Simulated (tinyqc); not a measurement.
# Thin-film resistivity, exact integral against the thick limit

Fuchs-Sondheimer for a film of thickness d, k = d/lam: rho0/rho = 1 - (3 (1 - ps)/(2 k)) int_1^infinity (t^-3 - t^-5)(1 - exp(-k t))/(1 - ps exp(-k t)) dt; thick limit rho/rho0 = 1 + 3 (1 - ps)/(8 k).

Parameters, values chosen for the exercise; metal values close to those of copper:
- rho0 = 1.7 uohm cm (bulk resistivity)
- lam = 40.7 nm (bulk mean free path)
- ps = 0 (specular share of surface scattering)

Thin-film resistivity, exact integral against the thick limit:

| d (nm) | k | rho/rho0, exact | thick limit | error of the limit (%) | rho (uohm cm) |
|---|---|---|---|---|---|
| 2 | 0.049140 | 7.8248 | 8.6312 | 10.3 | 13.302 |
| 3.9 | 0.095823 | 4.9193 | 4.9135 | -0.118 | 8.3628 |
| 7.7 | 0.18919 | 3.1993 | 2.9821 | -6.79 | 5.4387 |
| 15 | 0.36855 | 2.2166 | 2.0175 | -8.98 | 3.7683 |
| 29 | 0.71253 | 1.6506 | 1.5263 | -7.53 | 2.8061 |
| 56 | 1.3759 | 1.3309 | 1.2725 | -4.39 | 2.2626 |
| 110 | 2.7027 | 1.1586 | 1.1387 | -1.71 | 1.9696 |
| 210 | 5.1597 | 1.0783 | 1.0727 | -0.524 | 1.8332 |
| 410 | 10.074 | 1.0387 | 1.0372 | -0.139 | 1.7657 |

Read the table: what changes, and by how much?

rho/rho0 falls from 7.82 to 1.04. The error of the thick limit goes from 10 through a minimum of -9.0 (at d = 15 nm among the rows listed) to -0.14 %; it stays within 5 % for k of 1.376 and above among the rows listed. The change of sign at small k is a crossing of two different laws, not agreement.

Numbers from tinyqc (`OMP_NUM_THREADS=1 python tinyqc.py 2100017 2100018 out.jsonl`; about 0.01 s on one thread of a shared Intel Xeon 2.30GHz).
